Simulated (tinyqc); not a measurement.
What moves transparency and gain: optical gain and spontaneous emission in a bulk direct-gap semiconductor.

Parabolic bands, vertical transitions, no excitons. For each hole band j: mr = me mj/(me + mj); joint density of states J_j(E) = (mr/c)^(3/2) sqrt(E - Eg)/(2 pi^2), both spins, c = hbar^2/2m0; averaged matrix element |e.p|^2 = m0 Ep/6; alpha_j(E) = 4 pi^2 alpha_f c Ep J_j/(3 nr E) in 1/angstrom (alpha_f the fine-structure constant, listed as alpha among the constants), times 1e8 for 1/cm.

F_j(eta) = (1/Gamma(j + 1)) integral_0^infinity x^j dx/(1 + exp(x - eta)), which tends to exp(eta) for eta << 0.

Quasi-Fermi levels: n = Nc F_1/2(Fc/kT) and p = Nv F_1/2(Fv/kT), Fc counted up from the conduction edge and Fv down from the valence edge; Nc, Nv from N = 2 (m kB T/(4 pi c))^(3/2) with c = hbar^2/2m0, in 1/angstrom^3; times 1e24 for 1/cm^3, with me and (mhh^(3/2) + mlh^(3/2))^(2/3).

For band j the electron sits at Ee = (E - Eg) mr/me above its edge and the hole at Eh = (E - Eg) mr/mj; fe = 1/(1 + exp((Ee - Fc)/kT)), fh = 1/(1 + exp((Eh - Fv)/kT)); gain g = sum_j alpha_j (fe + fh - 1).

Constants: hbar^2/2m0 = 3.80998211 eV angstrom^2; fine-structure constant alpha = 0.007297352564; kB = 8.617333262e-05 eV/K.

Parameters, chosen for this exercise (near those of InP; not measured data): Eg = 1.375 eV (direct gap); me = 0.0823 m0 (electron mass); mhh = 0.604 m0 (heavy-hole mass); mlh = 0.0871 m0 (light-hole mass); Ep = 21.1 eV (Kane energy); nr = 3.38 (refractive index); T = 200 K; n = 2.2e+18 1/cm^3 (injected density, n = p).

Transparency is Fc + Fv = 0; the peak is the largest g over E at the density n (0 if none).

Results for these values:
```
case  transparency density (1/cm^3)  Fc + Fv (eV)  peak gain (1/cm)
base                       8.98e+17        0.0540               810
```

What happens to each result for T = 240 K, all else kept?

Answer: transparency density rises from 8.98e+17 to 1.18e+18; Fc + Fv falls from 0.0540 to 0.0425; peak gain falls from 810 to 501.

The same for each parameter in turn:
```
case                 transparency density (1/cm^3)  Fc + Fv (eV)  peak gain (1/cm)
base                                      8.98e+17        0.0540               810
me = 0.0946 m0                            1.03e+18        0.0436               796
mhh = 0.362 m0                            6.91e+17        0.0682              1436
Ep = 23.2 eV                              8.98e+17        0.0540               891
T = 240 K                                 1.18e+18        0.0425               501
n = 2.86e+18 1/cm^3                       8.98e+17        0.0741              1217
nr = 3.55                                 8.98e+17        0.0540               772
```

(tinyqc, `OMP_NUM_THREADS=1 python tinyqc.py 1682313 1682314 out.jsonl`, Intel(R) Xeon(R) Processor @ 2.30GHz, 1 thread, shared host, about 0.07 s.)
